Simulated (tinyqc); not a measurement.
Comparisons within one model: valley splitting in a one-orbital chain of atomic planes (second-neighbour model). A value that a table varies takes the place of the one given here.

Each (001) plane carries one orbital with energy e0, hopping v to the next plane and u to the second: E(phi) = e0 + 2 v cos(phi) + 2 u cos(2 phi), where phi = pi - k a/4 (the sign of every second orbital is chosen so that v > 0, which shifts the phase by pi). The minimum lies at cos(phi0) = -v/(4u), phi0 = pi - (pi/2) k0 for a valley at k0 (2 pi/a), and e0 puts it at zero. A slab of N planes has hard walls: the matrix simply ends.

A well of Nw planes between barriers of 40 planes each (as of a SiGe alloy, taken as an offset alone). With x = j - 39.5 for plane j = 0, 1, ..., the potential is V0 (f(x) + f(Nw - x)) + F (j - 40) a/4, f(y) = 1/(1 + exp(y/L)), a step for L = 0; L is in planes, 4 L is about the distance over which f goes from 0.88 to 0.12, and 1 MV/m = 1e-4 V/angstrom.

Constants: hbar^2/2m0 = 3.80998211 eV angstrom^2.

Values chosen for the exercise (near those of the Delta valleys of silicon; abrupt walls in this chain split the valleys several times more than measured wells; the results hold for these values, not for the real material): a = 5.423 angstrom (lattice constant; planes lie a/4 apart); ml = 0.854 m0 (longitudinal mass); N0 = 26 (first number of planes); Nf = 100 (planes in the thick slab); V0 = 0.3 eV (barrier height); F = 2 MV/m (field); Nw = 74 (planes in the well); k0 = 0.821 2 pi/a (position of the valley).

## Splitting against the number of planes

u = 0.657419 eV
v = 0.729689 eV
e0 = 1.517314 eV
phi0 = 1.851969 rad

Ten slabs from N0 on, of thickness (N - 1) a/4 between the outer planes. Effective mass: E1 = (c/ml)(pi/W)^2 with W = (N + 2) a/4: the amplitude vanishes on two missing planes at each end, and the envelope has its nodes N + 2 spacings apart. Large-N estimate of the splitting: 16 pi^2 u |sin(phi0) sin((N + 2) phi0)|/(N + 2)^3.

Doublet (meV):

| N | thickness (angstrom) | mean level | effective mass | splitting | estimate |
|---|---|---|---|---|---|
| 26 | 33.89 | 30.52 | 30.56 | 4.500 | 4.543 |
| 27 | 35.25 | 28.36 | 28.48 | 1.385 | 1.209 |
| 28 | 36.61 | 26.55 | 26.62 | 2.964 | 3.087 |
| 29 | 37.96 | 24.88 | 24.93 | 2.622 | 2.542 |
| 30 | 39.32 | 23.31 | 23.39 | 1.126 | 1.261 |
| 31 | 40.67 | 21.98 | 22.00 | 2.747 | 2.746 |
| 32 | 42.03 | 20.65 | 20.72 | 0.444 | 0.342 |
| 33 | 43.38 | 19.53 | 19.56 | 2.076 | 2.128 |
| 34 | 44.74 | 18.45 | 18.48 | 1.429 | 1.373 |
| 35 | 46.10 | 17.46 | 17.50 | 1.029 | 1.099 |

The mean level falls smoothly, from 30.5 to 17.5 meV, within 0.5 % of the effective-mass value. The splitting swings between 0.444 (N = 32) and 4.500 meV (N = 26): one plane more or less changes the phase between the two walls by phi0 = 1.852 rad. The estimate misses the computed values by at most 0.177 meV.

## Splitting against the electric field

A thick slab in a field F: plane j = 0, 1, ... gains the energy F j a/4 (1 MV/m = 1e-4 V/angstrom), which presses the electron against the first wall. The exponent is the slope of ln(splitting) against ln F between 20 and 50 MV/m.

Doublet:

| F (MV/m) | mean level (meV) | splitting (meV) | splitting/F (meV per MV/m) |
|---|---|---|---|
| 1 | 8.17 | 0.1439 | 0.1439 |
| 2 | 12.76 | 0.2827 | 0.1413 |
| 5 | 23.21 | 0.7060 | 0.1412 |
| 10 | 36.41 | 1.4124 | 0.1412 |
| 20 | 56.90 | 2.8264 | 0.1413 |
| 30 | 73.74 | 4.2416 | 0.1414 |
| 50 | 101.94 | 7.0752 | 0.1415 |

exponent = 1.00

The splitting goes from 0.1439 to 7.0752 meV. At high field it grows as F^1.00: at a single hard wall it follows the squared slope of the envelope, which is proportional to F, while the level itself grows about as F^(2/3) (here F^0.64). A hard wall is the sharpest interface possible; real Si interfaces split several times less.

## Sharp and graded interfaces

The lowest doublet for several interface widths L.

Doublet:

| L (planes) | 4 L (angstrom) | mean level (meV) | splitting (micro-eV) |
|---|---|---|---|
| 0.00 | 0.00 | 12.34 | 307.17 |
| 0.25 | 1.36 | 12.38 | 153.67 |
| 0.50 | 2.71 | 12.45 | 27.85 |
| 0.75 | 4.07 | 12.55 | 5.81 |
| 1.00 | 5.42 | 12.66 | 1.19 |
| 1.50 | 8.13 | 12.96 | 0.03 |
| 2.00 | 10.85 | 13.35 | 0.00 |

The mean level moves by +1.0 meV over the table, while the splitting falls from 307.2 micro-eV at a step to 1.19 at L = 1 plane, a factor 258. Coupling the valleys needs the Fourier component of the potential at twice the valley wave vector, a period of a few planes, and grading removes it. Random alloy disorder, left out here, sets the splitting once this part is gone.

## What each parameter does

Step interfaces (L = 0). u, v, e0 follow from 8 u sin^2(phi0) = (2c/ml)/(a/4)^2, v = -4u cos(phi0), e0 = 2u + v^2/(4u), c = hbar^2/2m0. Each row changes one parameter from the base and keeps the others.

Results:

| case | mean level (meV) | splitting (micro-eV) |
|---|---|---|
| base | 12.34 | 307.2 |
| k0 = 0.831 2 pi/a | 12.34 | 305.8 |
| ml = 0.939 m0 | 11.92 | 301.4 |
| V0 = 0.45 eV | 12.49 | 308.6 |
| F = 4 MV/m | 18.97 | 568.4 |
| Nw = 75 | 12.32 | 301.1 |

The largest shifts from the base row, up to three for each result and ties (the steps differ in size, so this ranks the rows, not the parameters). mean level (meV): F +6.63, ml -0.41, V0 +0.15; unchanged at the printed digits by k0. splitting (micro-eV): F +261.3, Nw -6.1, ml -5.8.

Run: tinyqc, `OMP_NUM_THREADS=1 python tinyqc.py 1452371 1452372 out.jsonl`; Intel(R) Xeon(R) Processor @ 2.30GHz, one thread, shared host; about 0.01 s of CPU time with all checks.
